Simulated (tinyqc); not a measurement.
AlGaN/GaN HEMT with access regions, lumped model: one step of the calculation.

A polarisation-induced electron sheet under a Schottky gate, in series with two ungated access regions and contacts. Drift law v = mu E/(1 + mu E/vs) under the gate. Currents in mA/mm, resistances in ohm mm. No self-heating, no channel-length modulation; fits for polarisation, barrier and offset are chosen for the exercise.

Question. Drain current. Access resistance R(L, n) = L/(q mu n sqrt(1 - (I/(q n vs))^2)); Rs = Rc + R(Ls, n0), Rd = Rc + R(Ld, (1 - ft) n0). Vg' = Vg - I Rs, Vd' = Vd - I (Rs + Rd); with u = Vg' - VT, Vc = vs Lg/mu and w the smaller of Vd' and Vc [sqrt(1 + 2 u/Vc) - 1] (0 if negative), the channel gives (mu Cb/Lg)(u w - w^2/2)/(1 + w/Vc). I(new) = I + 0.1 (channel current - I).

Parameters, values chosen for the exercise; values close to those of AlGaN/GaN structures:
```
symbol  value        unit                                               meaning
mu       1100  cm^2/(V s)                                      channel mobility
vs      1.4e7        cm/s                                   saturation velocity
Lg       0.15          um                                           gate length
Ls          1          um                                  source access length
Ld          2          um                                   drain access length
Rc       0.47      ohm mm                            resistance of each contact
ft          0              share of the drain-access electrons removed by traps
Vg          0           V                                          gate voltage
Vd          1           V                                         drain voltage
```

Constants: q = 1.602176634e-19 C. Results are converted to the units shown.

I after iteration 1 = 241.25288 mA/mm
VT = -1.8359471 V
Cb = 0.53715406 uF/cm^2
n0 = 6.1552916e12 cm^-2

Find: Rs; Rd; Vg'; Vd'; channel current; I after iteration 2.

Answer.

Rs = 1.406 ohm mm
Rd = 2.342 ohm mm
Vg' = -0.3393 V
Vd' = 0.09562 V
channel current = 363.6 mA/mm
I after iteration 2 = 253.5 mA/mm

Computed by the program tinyqc: `OMP_NUM_THREADS=1 python tinyqc.py 2570056 2570057 out.jsonl`, one thread of a shared Intel Xeon 2.30GHz, about 0.01 s for the whole run.
